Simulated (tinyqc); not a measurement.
Single-oscillator infrared dielectric function of a polar cubic crystal: one step, computed by the program tinyqc. Command: `OMP_NUM_THREADS=1 python tinyqc.py 3019864 3019865 out.jsonl infrared walk`. One thread of a shared host (Intel(R) Xeon(R) Processor @ 2.30GHz), about 0.01 s of CPU time with the checks.

One ion pair, charges +Z* and -Z*, in a cell of volume Omega = a^3/4. Frequencies omega are given as wavenumbers (1/cm); eps_s is the static dielectric constant.

Question. LO frequency and static constant from the Born charge. mu = M_A M_B/(M_A + M_B); ionic plasma term W^2 = 4 pi Z*^2 (e^2/(4 pi eps_0))/(Omega mu) in eV/(angstrom^2 u), turned into 1/cm by W = 15.6333042 x 33.35640952 x sqrt(W^2); omega_LO^2 = omega_TO^2 + W^2/eps_inf; eps_s = eps_inf + W^2/omega_TO^2; Szigeti charge 3 Z*/(eps_inf + 2); longitudinal (Callen) charge Z*/eps_inf.

Inputs (values chosen for the exercise, modelled on cadmium telluride):
```
quantity             value      unit
lattice constant a    6.48  angstrom
mass M_A            112.41         u
mass M_B             127.6         u
omega_TO               139      1/cm
Born charge Z*        2.34         e
eps_inf               7.22         -
```

Structure: zinc blende. Free carriers: absent.

Constants: nu for 1 eV/(angstrom^2 u) = 15.6333042 THz; 1 THz = 33.35640952 1/cm; e^2/(4 pi eps_0) = 14.39964548 eV angstrom.

Give: reduced mass mu; W; omega_LO; eps_s; Szigeti charge; Callen charge.

Answer.

reduced mass mu = 59.76 u

W = 257.4 1/cm

omega_LO = 168.8 1/cm

eps_s = 10.65

Szigeti charge = 0.7614 e

Callen charge = 0.3241 e

omega_LO/omega_TO = 1.215; the ions supply 32 % of eps_s.
